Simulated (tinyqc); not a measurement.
Worked calculation: RHF in the sto-3g basis, for H3+, spin multiplicity 1. One step of it, computed by the program tinyqc.

Question. Orthogonalisation. S = U s U^T; canonical form X = U s^(-1/2), so that X^T S X = 1. Each column of U has its largest component positive (the first on a tie).

overlap S, order 1H 1s, 2H 1s, 3H 1s:
$$\begin{pmatrix}
1.000000 & 0.588703 & 0.588703 \\
0.588703 & 1.000000 & 0.191290 \\
0.588703 & 0.191290 & 1.000000
\end{pmatrix}$$

Give: eigenvalues of S; X.

Answer.

eigenvalues of S: [0.2576, 0.8087, 1.9337]

X, order 1H 1s, 2H 1s, 3H 1s:
$$\begin{pmatrix}
1.4705 & 0.0000 & 0.4786 \\
-0.9272 & 0.7863 & 0.3795 \\
-0.9272 & -0.7863 & 0.3795
\end{pmatrix}$$
